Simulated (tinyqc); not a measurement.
Two-dimensional dopant profile at a mask edge: lateral junction, overlap and effective channel length: one step, computed by the program tinyqc. Command: `OMP_NUM_THREADS=1 python tinyqc.py 3023244 3023245 out.jsonl lateral walk`. One thread of a shared host (Intel(R) Xeon(R) Processor @ 2.30GHz), about 0.01 s of CPU time with the checks.

Ions enter for y < 0; the mask (spacer, then gate) covers y > 0. x is the depth. The surface reflects dopant during the anneal.

Task: Widths and vertical profile. Widths s_x^2 = (vertical straggle)^2 + 2 D t, s_y^2 = (lateral straggle)^2 + 2 D t. C(x, y) = V(x) (1/2) erfc(y/(sqrt2 s_y)), V(x) = Q/(sqrt(2 pi) s_x) [exp(-(x - R_p)^2/(2 s_x^2)) + exp(-(x + R_p)^2/(2 s_x^2))]; 1 nm = 1e-7 cm. The vertical junction far from the mask solves V(x) = C_B.

Inputs (values chosen for the exercise, modelled on a source-drain extension in silicon):
```
quantity               value    unit
dose Q               6.4e+14  1/cm^2
projected range R_p      3.7      nm
vertical straggle        1.3      nm
lateral straggle         1.2      nm
anneal budget D t    7.2e-14    cm^2
channel doping C_B   3.5e+17  1/cm^3
```

Give: s_x; s_y; V at the surface; V at R_p; vertical junction x_j.

Result:

s_x = 4.0112 nm

s_y = 3.9799 nm

V at the surface = 8.3193e+20 1/cm^3

V at R_p = 7.5261e+20 1/cm^3

vertical junction x_j = 19.242 nm

Caution: the peak exceeds usual solubilities, so part of the dose is inactive and diffusion is concentration dependent.
